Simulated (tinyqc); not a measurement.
# Gap and screening length from two transmissions

Inverse problem. At the source junction of a tunnel FET, T(w) = exp(-S), S = 2 pi lam sqrt(m/(C Eg)) [w + Eg/2 - sqrt(w (w + Eg))], C = hbar^2/(2 m0). Find Eg (between 0.1 and 3 eV) and lam.

Parameters, values chosen for the exercise: band-edge mass of the two-band model m = 0.025 m0.

Constants: q = 1.602176634e-19 C, hbar = 1.054571817e-34 J s, m0 = 9.1093837015e-31 kg, hbar^2/(2 m0) = 0.0380998212 eV nm^2. Results are converted to the units shown.

T(w) at w = 0.1 and 0.26 eV: [0.17461965, 0.35993667]

Solution. The ratio of the two exponents depends on Eg alone and falls steadily with it, which fixes Eg; either exponent then gives lam.

ratio of the two S = 1.71
Eg = 0.353 eV
lam = 3.20 nm

tinyqc, about 0.01 s, one thread, Intel Xeon 2.30GHz (shared host): `OMP_NUM_THREADS=1 python tinyqc.py 2620083 2620084 out.jsonl`
